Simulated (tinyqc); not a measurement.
Undoped gate-all-around wire MOSFET, analytic charge model: one step of the calculation.

An undoped round wire of radius R under an insulator shell and a surrounding gate; long channel, electrons only, n = ni exp((psi - V)/Vt) with V the quasi-Fermi potential (0 at the source, Vd at the drain), constant mobility, no quantisation. The radial Poisson equation gives n(r) = n(0)/(1 - (1 - b) r^2/R^2)^2 with b = Q0/(Q + Q0). Q is the electron charge per area of the wire surface.

Task. Charge at the source by Newton steps. With V = 0: f = Q/Cox + Vt ln(Q/Q0) + Vt ln(1 + Q/Q0) - (Vg - V0); f' = 1/Cox + Vt/Q + Vt/(Q + Q0); Q(new) = Q - f/f'.

Values chosen for this exercise: temperature T = 300 K; gate voltage Vg = 0.68 V.

Constants: q = 1.602176634e-19 C, kB = 1.380649e-23 J/K, Vt = kB T/q. Results are converted to the units shown.

Q at the start = 7.3 nC/cm^2
Cox = 4.6388522 uF/cm^2
Q0 = 73.247508 nC/cm^2
V0 = 0.12635163 V

Find: f; f'; Q after iteration 1.

Result.

f = -0.6092 V
f' = 0.004078 V cm^2/nC
Q after iteration 1 = 156.7 nC/cm^2

Program tinyqc, `OMP_NUM_THREADS=1 python tinyqc.py 2460049 2460050 out.jsonl`; Intel Xeon 2.30GHz, shared host, one thread, about 0.02 s.
